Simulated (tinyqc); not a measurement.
Heat flow across a film from the phonon Boltzmann equation in the relaxation-time approximation. Changing the film thickness L. Computed by tinyqc, a small Python program. Command: `OMP_NUM_THREADS=1 python tinyqc.py 3022272 3022273 out.jsonl slabbte sweep`. One thread of a shared host (Intel(R) Xeon(R) Processor @ 2.30GHz), about 0.07 s of CPU time with the checks.

Two black walls, hot at x = 0 and cold at x = L, emit phonons isotropically. For one free path Lambda, with tau = x/Lambda, tau_L = L/Lambda and phi = (T - T_cold)/Delta T, energy balance gives phi(tau) = (1/2) [E2(tau) + int_0^tau_L phi(s) E1(|tau - s|) ds]; E_n are the exponential integrals. The flux over the ballistic flux C v Delta T/4 is psi = 1 - 2 int_0^tau_L phi(s) E2(s) ds, and kappa_eff/kappa = (3/4) tau_L psi. kappa = C v Lambda/3 is an input, so at fixed kappa a longer free path means a smaller C v.

Inputs (values chosen for the exercise, modelled on gallium oxide):

| quantity | value | unit |
|---|---|---|
| bulk conductivity kappa | 21.8 | W/(m K) |
| wall temperature difference Delta T | 8.9 | K |
| free path Lambda_1 | 25 | nm |
| free path Lambda_2 | 220 | nm |
| share f_2 of kappa | 0.44 | - |
| free path Lambda_3 | 1800 | nm |
| share f_3 of kappa | 0.22 | - |
| cells n in the small system | 5 | - |

Free-path groups: three.

Method:
- Cut the film into n equal cells with constant phi, collocated at the centres c_i: the kernel integrates to A_ij = |E2(|c_i - e_j|) - E2(|c_i - e_(j+1)|)|/2 for cell edges e_j, and A_ii = 1 - E2(half a cell); solve (1 - A) phi = E2(c)/2; psi = 1 - 2 sum_j phi_j [E3(e_j) - E3(e_(j+1))].
- Use 150 and 300 cells and extrapolate psi = (4 psi(300) - psi(150))/3. The jump at the hot wall is 1 - phi there (linear extrapolation from the first two of 300 cells). Two-flux (diffusion with slip) formula: psi = 1/(1 + 3 tau_L/4).
- Each group is solved on its own with 150 and 300 cells, psi = (4 psi(300) - psi(150))/3, and weighted by its share of kappa (f_1 is what the others leave); exchange of energy between groups inside the film is left out.
- Flux J = kappa_eff Delta T/L; apparent boundary resistance per wall (L/kappa_eff - L/kappa)/2.

One run for each value:

| film thickness L (nm) | kappa_eff (W/(m K)) | flux J (GW/m^2) | jump at the wall / Delta T for Lambda_1 | apparent resistance per wall (m^2 K/GW) |
|---|---|---|---|---|
| 0.5 | 0.13 | 2.249 | 0.4782 | 1.967 |
| 1 | 0.25 | 2.214 | 0.4631 | 1.987 |
| 2.2 | 0.53 | 2.136 | 0.4350 | 2.033 |
| 4.5 | 1.02 | 2.008 | 0.3957 | 2.113 |
| 9.5 | 1.91 | 1.791 | 0.3382 | 2.267 |
| 20 | 3.33 | 1.483 | 0.2657 | 2.542 |
| 41 | 5.21 | 1.130 | 0.1899 | 2.997 |
| 86 | 7.52 | 0.778 | 0.1194 | 3.746 |
| 180 | 10.05 | 0.497 | 0.0676 | 4.827 |
| 380 | 12.69 | 0.297 | 0.0354 | 6.259 |

Over the rows, kappa_eff (W/(m K)) rises from 0.126 to 12.7 (exponent d ln y / d ln x 0.98 between the first rows and 0.31 between the last); flux J (GW/m^2) falls from 2.25 to 0.297 (exponent d ln y / d ln x -0.023 between the first rows and -0.69 between the last); jump at the wall / Delta T for Lambda_1 falls from 0.478 to 0.0354 (exponent d ln y / d ln x -0.046 between the first rows and -0.87 between the last). At the low end the exponent of kappa_eff is 0.98, close to 1: the ballistic limit. At the low end the exponent of flux J is -0.02, close to 0: the ballistic flux does not depend on L. In thin films phonons cross without scattering: the flux is bounded by what the walls emit, and Delta T drops in two jumps of one half each. In thick films the jumps shrink as Lambda/L and the apparent wall resistance tends to a constant.

Caution (rows 0.500, 1.00, 2.20, 4.50, 9.50): below about 10 nm the film nears the phonon wavelength, and a particle picture fails.

Extremes, crossings and ranges named in words are read from the listed rows.
